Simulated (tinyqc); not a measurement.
Inside a calculation. Model: lateral field, substrate current, probability of reaching the oxide barrier and hot-carrier lifetime of a silicon transistor (pseudo-two-dimensional and lucky-electron models). Computed by tinyqc, a small Python program that keeps every step. Command: `OMP_NUM_THREADS=1 python tinyqc.py 3027321 3027322 out.jsonl hotcar walk`. One thread of a shared host (Intel(R) Xeon(R) Processor @ 2.30GHz), about 0.01 s of CPU time with the checks. Intermediate numbers are printed to about 6 digits and carried at full precision; extremes and crossings named in words are read from the listed rows.

Local-field models: a lucky carrier gains its energy at the peak field over a path free of collisions. Voltages are magnitudes.

Inputs (values chosen for the exercise, modelled on a silicon n-channel): channel length L = 980 nm; oxide thickness t = 27 nm; junction depth x_j = 250 nm; mobility mu = 310 cm^2/(V s); saturation velocity v_s = 0.82 1e7 cm/s; threshold voltage V_T = 0.46 V; gate voltage V_G = 2 V; drain voltage V_D = 5.1 V; ionisation prefactor A_i = 2.2e+06 1/cm; ionisation field B_i = 1.75 MV/cm; hot-carrier mean free path lambda = 7 nm; oxide barrier phi_b = 3.1 eV; interface-trap threshold phi_it = 3.7 eV; lifetime constant H = 50 s microampere/micrometre.

Drain: abrupt.

Constants: eps_0 = 8.8541878128e-12 F/m.

## Saturation point and current

C_ox = 3.9 eps_0/t; F_sat = 2 v_s/mu; V_Dsat = V_ov F_sat L/(V_ov + F_sat L), V_ov = V_G - V_T; I_D/W = C_ox v_s (V_ov - V_Dsat).

F_sat = 52.9032 kV/cm

V_Dsat = 1.18732 V

drain current I_D/W = 36.9866 microampere/micrometre

## Peak lateral field

Scale length l = 0.22 t^(1/3) x_j^(1/2) (all in cm); F_m = sqrt(((V_D - V_Dsat)/l_e)^2 + F_sat^2), with l_e = l; length of the velocity-saturated region l_e ln((V_D - V_Dsat)/(l_e F_sat) + F_m/F_sat).

scale length l = 153.172 nm

peak field F_m = 260.864 kV/cm

velocity-saturated length = 348.963 nm

energy gained over one free path, e lambda F_m = 0.182604 eV

The field rises from F_sat to F_m as cosh(x/l_e), a factor 4.9, over 36 % of L.

## Hot-carrier currents and lifetime

Substrate current I_sub/I_D = (A_i/B_i)(V_D - V_Dsat) exp(-B_i/F_m); probability of reaching the oxide barrier exp(-phi_b/(e lambda F_m)); lifetime tau = (H/(I_D/W)) exp(phi_it/(e lambda F_m)).

I_sub/I_D = 0.00600343

substrate current I_sub/W = 0.222046 microampere/micrometre

probability of reaching phi_b = 4.23803e-08

lifetime tau = 8.52635e+08 s

exponent m = phi_it/(e lambda B_i) = 3.02041

Since both exponentials depend on 1/F_m, tau I_D scales about as (I_sub/I_D)^(-m) with m = 3.02, which lets I_sub serve as the monitor. The lifetime is 2.70 times ten years (3.156e8 s).

## Substrate current against gate voltage

The formulas are those given above.

At the given drain voltage:
```
V_G (V)  V_Dsat (V)  I_D/W (microampere/micrometre)  F_m (kV/cm)  I_sub/W (microampere/micrometre)      tau (s)
0.72        0.24758                           1.302      321.181                          0.034173  5.38951e+08
0.98        0.47260                           4.971      306.701                          0.096192  3.07035e+08
1.40        0.79573                          15.130      285.945                          0.179979  3.52447e+08
1.90        1.12698                          32.827      264.722                          0.220672  7.14997e+08
2.50        1.46396                          60.411      243.206                          0.207080  2.27301e+09
3.30        1.83488                         105.410      219.633                          0.149891  1.34238e+10
4.10        2.13855                         157.462      200.448                          0.094730  8.99297e+10
4.80        2.36241                         207.396      186.391                          0.059708  4.98830e+11
5.60        2.58108                         268.361      172.750                          0.033869  3.61889e+12
```

I_sub peaks at V_G = 1.9 V, 0.37 V_D: a higher gate voltage brings more carriers but raises V_Dsat and so lowers F_m. The shortest lifetime among the rows lies at V_G = 0.98 V, below that of the largest I_sub, since tau depends more steeply on the field.

## Extrapolating accelerated tests

V_10 solves tau = 3.156e8 s at the given V_G. The extrapolation fits ln(tau) against 1/V_D at 1, 1.08, 1.16 and 1.25 times the given V_D (rounded to 3 digits) by least squares and reads off the same tau.

Stress points:
```
V_D (V)  1/V_D (1/V)      tau (s)
5.10        0.196078  8.52635e+08
5.51        0.181488  1.33621e+08
5.92        0.168919  2.84376e+07
6.38        0.156740  6.62721e+06
```

ten-year drain voltage V_10 = 5.31025 V

V_10 from the 1/V_D extrapolation = 5.31276 V

The extrapolation is 3 mV above the true value.

Checks made by the program: voltage drop as the integral of F_sat cosh(x/l_e) over the saturated length (relative difference below 1e-10).
